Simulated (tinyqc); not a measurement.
Worked calculation: RHF in the sto-6g basis, for H2, spin multiplicity 1. This run ends on a higher stationary point, not on the lowest solution. One step of it, computed by the program tinyqc.

Task: Iteration 2 (converged): orbitals. Diagonalise F' = X^T F X, C = X C', fill 1 alpha and 1 beta electrons from the bottom; D = 2 C_occ C_occ^T. Each column has its largest component positive (the first on a tie).

Fock matrix F (hartree), order 1H 1s, 2H 1s:
```
[[-0.035457, -0.037521],
 [-0.037521, -0.035457]]
```

X, order 1H 1s, 2H 1s:
```
[[1.076350, -0.237328],
 [-0.237328, 1.076350]]
```

Give: F' = X^T F X; orbital energies; coefficients C; D after iteration 2.

Result:

F' = X^T F X (hartree):
```
[[-0.024, -0.027],
 [-0.027, -0.024]]
```

orbital energies (hartree): [-0.051, 0.004]

coefficients C, order 1H 1s, 2H 1s:
```
[[0.593, 0.929],
 [0.593, -0.929]]
```

D after iteration 2, order 1H 1s, 2H 1s:
```
[[0.704, 0.704],
 [0.704, 0.704]]
```
